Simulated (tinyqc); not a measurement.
# Double-gate transistor below threshold, two-dimensional Poisson equation on a small mesh, step by step

tinyqc, about 0.09 s, one thread, Intel Xeon 2.30GHz (shared host): `OMP_NUM_THREADS=1 python tinyqc.py 2480025 2480026 out.jsonl` Printed values are rounded.

Half of a symmetric double-gate structure: row 0 is the mid-plane of the body, where the normal field vanishes. Mobile charge is neglected (subthreshold), the body is fully depleted, and potentials are counted from the intrinsic level; rows run upward to the gate, columns from source to drain.

Inputs (values chosen for the exercise); semiconductor permittivity close to that of silicon: temperature T = 300 K; relative permittivity of the semiconductor eps_r = 11.7; relative permittivity of the insulator eox = 3.9; half the body thickness tb = 8 nm; insulator thickness tox = 1.1 nm; channel length L = 56 nm; acceptor density of the depleted body Na = 0 cm^-3; potential of the source Vbi = 0.49 V; gate offset Vfb = 0.07 V; gate voltage Vg = 0 V; drain voltage Vd = 0.3 V.

Constants: q = 1.602176634e-19 C, kB = 1.380649e-23 J/K, Vt = kB T/q, eps0 = 8.8541878128e-14 F/cm where lengths are in cm. Results are converted to the units shown.

## Coefficients of the five-point equations

Mesh: rows i = 0..3 in the semiconductor (step hs = tb/3, row 3 on the interface), then 2 step(s) ho = tox/2 up to the gate row 5; columns j = 0..7 (step hy = L/7). Box integration, divided by eps0: up_i = eps hy/h of the interval above row i, dn_i = that of the interval below (0 for row 0), lat_i = (sum of eps h/2 over the intervals above and below)/hy, s_i = -q Na w_i hy/eps0 with w_i the semiconductor height of the box (hs/2 for row 0 and the interface row, hs between, 0 in the insulator). Each free node obeys (up + dn + 2 lat) psi = up psi(above) + dn psi(below) + lat [psi(left) + psi(right)] + s.

```
row	up	dn	lat	s (V)
0	35.1	0	1.95	0
1	35.1	35.1	3.9	0
2	35.1	35.1	3.9	0
3	56.7273	35.1	2.08406	0
4	56.7273	56.7273	0.268125	0
```

## Iteration 1: over-relaxation sweep (omega = 1.5)

psi at the start (fixed values on the edges, free nodes at zero) (V):
```
	j=0	j=1	j=2	j=3	j=4	j=5	j=6	j=7
row 0	0.490000	0.000000	0.000000	0.000000	0.000000	0.000000	0.000000	0.790000
row 1	0.490000	0.000000	0.000000	0.000000	0.000000	0.000000	0.000000	0.790000
row 2	0.490000	0.000000	0.000000	0.000000	0.000000	0.000000	0.000000	0.790000
row 3	0.490000	0.000000	0.000000	0.000000	0.000000	0.000000	0.000000	0.790000
row 4	0.210000	0.000000	0.000000	0.000000	0.000000	0.000000	0.000000	0.360000
row 5	-0.070000	-0.070000	-0.070000	-0.070000	-0.070000	-0.070000	-0.070000	-0.070000
```

Free nodes: rows 0..4, columns 1..6, taken row by row from row 0, left to right. t = (up psi(above) + dn psi(below) + lat [psi(left) + psi(right)] + s)/(up + dn + 2 lat), with the newest neighbours; psi(new) = psi + 1.5 (t - psi).

psi after iteration 1 (V):
```
	j=0	j=1	j=2	j=3	j=4	j=5	j=6	j=7
row 0	0.490000	0.036750	0.002756	0.000207	0.000016	0.000001	0.059250	0.790000
row 1	0.490000	0.061556	0.006477	0.000625	0.000057	0.000005	0.099244	0.790000
row 2	0.490000	0.078300	0.010245	0.001190	0.000128	0.000013	0.126241	0.790000
row 3	0.490000	0.058902	0.007537	0.000898	0.000099	0.000010	0.094965	0.790000
row 4	0.210000	-0.007544	-0.046654	-0.051747	-0.052361	-0.052430	0.019721	0.360000
row 5	-0.070000	-0.070000	-0.070000	-0.070000	-0.070000	-0.070000	-0.070000	-0.070000
```

## Iteration 2: over-relaxation sweep (omega = 1.5)

As before.

psi after iteration 2 (V):
```
	j=0	j=1	j=2	j=3	j=4	j=5	j=6	j=7
row 0	0.490000	0.101683	0.015008	0.001868	0.000210	0.004466	0.163940	0.790000
row 1	0.490000	0.127946	0.023450	0.003515	0.000463	0.010499	0.206287	0.790000
row 2	0.490000	0.124491	0.025220	0.004285	0.000638	0.016603	0.200720	0.790000
row 3	0.490000	0.048343	-0.029687	-0.044932	-0.047576	-0.035830	0.104646	0.790000
row 4	0.210000	-0.011818	-0.051311	-0.060285	-0.061984	-0.052933	0.017085	0.360000
row 5	-0.070000	-0.070000	-0.070000	-0.070000	-0.070000	-0.070000	-0.070000	-0.070000
```

## Course of the iteration: over-relaxation sweep (omega = 1.5)

Stop when the largest change of psi is below 1e-7 V, or after 400 iterations. Fixed values: gate row Vg - Vfb; column 0 at Vbi and the last column at Vbi + Vd in the semiconductor, each running linearly to Vg - Vfb across the insulator.

Course of the iteration:
```
iteration	psi at row 0, j = 3 (V)	largest |change| of one entry (V)
1	2.06719e-4	0.126
2	0.00186757	0.107
3	0.00654721	0.0937
4	0.0126973	0.0395
5	-0.0184127	0.0311
6	-0.0258619	0.0103
7	-0.0282801	4.67e-3
8	-0.0291593	3.35e-3
9	-0.0300306	2.65e-3
...	...	...
16	-0.0297435	2.48e-5
17	-0.0297359	1.55e-5
18	-0.0297320	1.12e-5
19	-0.0297322	4.02e-6
20	-0.0297328	1.17e-6
21	-0.0297329	1.47e-6
22	-0.0297327	1.01e-6
23	-0.0297325	3.16e-7
24	-0.0297325	7.69e-8
```

Converged in 24 iterations. The changes do not fall evenly; from iteration 19 to 24 they shrink by a factor of 2.2 a step on average.

## Barrier, swing and barrier lowering

converged psi (V):
```
	j=0	j=1	j=2	j=3	j=4	j=5	j=6	j=7
row 0	0.490000	0.150966	0.011826	-0.029732	-0.020387	0.051550	0.268087	0.790000
row 1	0.490000	0.139861	0.006405	-0.032560	-0.023864	0.043516	0.251121	0.790000
row 2	0.490000	0.104680	-0.009515	-0.040684	-0.033862	0.019902	0.197348	0.790000
row 3	0.490000	0.039373	-0.034660	-0.053030	-0.049075	-0.017454	0.097440	0.790000
row 4	0.210000	-0.014870	-0.052263	-0.061488	-0.059505	-0.043627	0.014400	0.360000
row 5	-0.070000	-0.070000	-0.070000	-0.070000	-0.070000	-0.070000	-0.070000	-0.070000
```

d psi/dVg on row 0: j=0 0.000000, j=1 0.606301, j=2 0.856777, j=3 0.936704, j=4 0.936704, j=5 0.856777, j=6 0.606301, j=7 0.000000
d psi/dVd on row 0: j=0 0.00000, j=1 0.00165, j=2 0.00541, j=3 0.01607, j=4 0.04722, j=5 0.13782, j=6 0.39205, j=7 1.00000

The barrier is read along row 0, the path farthest from the gate. Take the node j of lowest psi: barrier Vbi - psi_j; swing Vt ln 10/(d psi_j/dVg); DIBL = (d psi_j/dVd)/(d psi_j/dVg). The derivatives solve the same equations with s = 0 and a unit change of that voltage.

j = 3
barrier = 0.519732 V
swing = 63.5488 mV/decade
DIBL = 17.1579 mV/V

A mesh of 12, 8 and 80 steps (semiconductor, insulator, channel) gives a barrier of 0.528 V, a swing of 62.5 mV a decade and a DIBL of 19.4 mV/V; the small mesh puts the barrier 1.6 % below that.
